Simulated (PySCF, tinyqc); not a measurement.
Worked calculation: RHF in the 6-31g basis, for H3-, spin multiplicity 1. The basis has no diffuse functions, so it cannot describe the extra electron: this is an exercise in the method, not the real anion. This run ends on a higher stationary point, not on the lowest solution. The lowest restricted solution is unstable here: a spin-polarised one lies 0.0785 hartree lower (PySCF). Computed by tinyqc, a small Python program that keeps every step (integrals from PySCF). Settings: charge = -1, multiplicity = 1, basis = 6-31g, energy threshold = 1e-08, iteration cap = 59, orthogonalisation = symmetric, start = random, DIIS depth = 6, damping = 0.5, method = RHF. Command: `OMP_NUM_THREADS=1 python tinyqc.py 20419 20420 out.jsonl` (the two numbers bound the seeds that draw the settings). One thread of a shared host (Intel(R) Xeon(R) Processor @ 2.60GHz), about 0.08 s of CPU time with the checks.

Geometry (angstrom):

| atom | x | y | z |
|---|---|---|---|
| H | 0.000000 | 0.000000 | 0.000000 |
| H | 0.000000 | 0.000000 | 1.252000 |
| H | 0.000000 | 1.084000 | 0.626000 |

Stop when the energy changes by less than 1e-08 hartree and every element of the error matrix X^T (F D S - S D F) X is below 3e-05.

Course of the cycle:

| iteration | E (hartree) | change | largest element of the error matrix |
|---|---|---|---|
| 1 | 1.16544760 | - | 6.56e-01 |
| 2 | 0.13668444 | -1.03e+00 | 3.91e-01 |
| 3 | -0.49792290 | -6.35e-01 | 2.03e-01 |
| 4 | -0.88464640 | -3.87e-01 | 1.01e-01 |
| 5 | -1.09783039 | -2.13e-01 | 4.83e-02 |
| 6 | -1.20948261 | -1.12e-01 | 2.69e-02 |
| 7 | -1.26642524 | -5.69e-02 | 1.54e-02 |
| 8 | -1.28885734 | -2.24e-02 | 6.74e-03 |
| 9 | -1.30735470 | -1.85e-02 | 5.06e-03 |
| 10 | -1.31658785 | -9.23e-03 | 2.68e-03 |
| 11 | -1.32161785 | -5.03e-03 | 1.74e-03 |
| 12 | -1.32476772 | -3.15e-03 | 7.70e-04 |
| 13 | -1.32635025 | -1.58e-03 | 4.18e-04 |
| 14 | -1.32714250 | -7.92e-04 | 2.04e-04 |
| ... | ... | ... | ... |
| 18 | -1.32788567 | -4.96e-05 | 1.28e-05 |
| 19 | -1.32791045 | -2.48e-05 | 6.39e-06 |
| 20 | -1.32792284 | -1.24e-05 | 3.20e-06 |
| 21 | -1.32792903 | -6.20e-06 | 1.60e-06 |
| 22 | -1.32793213 | -3.10e-06 | 7.99e-07 |
| 23 | -1.32793368 | -1.55e-06 | 4.00e-07 |
| 24 | -1.32793445 | -7.74e-07 | 2.00e-07 |
| 25 | -1.32793484 | -3.87e-07 | 9.99e-08 |
| 26 | -1.32793503 | -1.94e-07 | 4.99e-08 |
| 27 | -1.32793513 | -9.68e-08 | 2.50e-08 |
| 28 | -1.32793518 | -4.84e-08 | 1.25e-08 |
| 29 | -1.32793520 | -2.42e-08 | 6.24e-09 |
| 30 | -1.32793521 | -1.21e-08 | 3.12e-09 |
| 31 | -1.32793522 | -6.05e-09 | 1.56e-09 |

Can the last value be used, and what does the course show?

No, though the log alone does not show it. Converged in 31 iterations. But the solution lies 0.00011 hartree above the reference: it is another stationary point, not the lowest restricted one. Reruns (cap 100 unless said): DIIS 8: converged in 12 to a higher stationary point; damping 0.5: converged in 72 to a higher stationary point; level shift 0.5: not converged; atomic densities as start, DIIS 8: converged in 7. PySCF RHF in the same basis = -1.32804132 hartree.
